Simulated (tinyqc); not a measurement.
Flattening the wire at fixed area: round or elliptic silicon nanowire with anisotropic valleys (Ritz method).

Wire along x = [100] on a (001) wafer, y = [010], z = [001]. Valley groups, two valleys each (w = inverse masses): A, axis along z: w_y = 1/mt, w_z = 1/ml, m_x = mt; B, axis along y: w_y = 1/ml, w_z = 1/mt, m_x = mt; C, axis along x: w_y = w_z = 1/mt, m_x = ml.

Hard wall on the ellipse (y/a)^2 + (z/b)^2 = 1, c = hbar^2/2m0. With u = y/a, v = z/b the operator is -c [(w_y/a^2) d2/du2 + (w_z/b^2) d2/dv2] on the unit disc. Basis (1 - u^2 - v^2) u^i v^j; S, X and Y are the disc integrals of f f', (df/du)(df'/du) and (df/dv)(df'/dv), from the integral of u^p v^q = 2 Gamma((p+1)/2) Gamma((q+1)/2)/((p + q + 2) Gamma((p+q+2)/2)) for even p, q; H = c (w_y X/a^2 + w_z Y/b^2).

Converged values use 21 functions of each parity class (e or o in u, then in v).

Constants: hbar^2/2m0 = 3.80998211 eV angstrom^2.

Inputs chosen for the exercise (near those of a Si nanowire; not measured data): ml = 0.921 m0 (longitudinal mass); mt = 0.193 m0 (transverse mass); asp = (0.4, 0.6, 0.8, 1, 1.3, 1.8, 2.5) (ratios a/b); area = 35.6 nm^2 (cross-section, kept fixed).

a = sqrt(area x ratio/pi), b = a/ratio, 1 nm^2 = 100 angstrom^2; lowest level of each group.

Levels (eV):
```
a/b  a (angstrom)  b (angstrom)       A       B       C
0.4          21.3          53.2  0.1213  0.0465  0.1427
0.6          26.1          43.5  0.0863  0.0477  0.1134
0.8          30.1          37.6  0.0694  0.0530  0.1031
1.0          33.7          33.7  0.0599  0.0599  0.1007
1.3          38.4          29.5  0.0521  0.0714  0.1040
1.8          45.2          25.1  0.0469  0.0919  0.1175
2.5          53.2          21.3  0.0465  0.1213  0.1427
```

What does the comparison show?

Each group is lowest where its stretched ellipse is a circle, at a/b = sqrt(w_y/w_z): 2.18 for A, 0.46 for B and 1.00 for C. The lowest group is B in the first row and A in the last, A and B crossing at a/b = 1 by symmetry; B - A is -75 meV in the first row and +75 meV in the last.

Program tinyqc; command `OMP_NUM_THREADS=1 python tinyqc.py 1250887 1250888 out.jsonl`; about 0.04 s on one thread of a shared Intel(R) Xeon(R) Processor @ 2.30GHz.
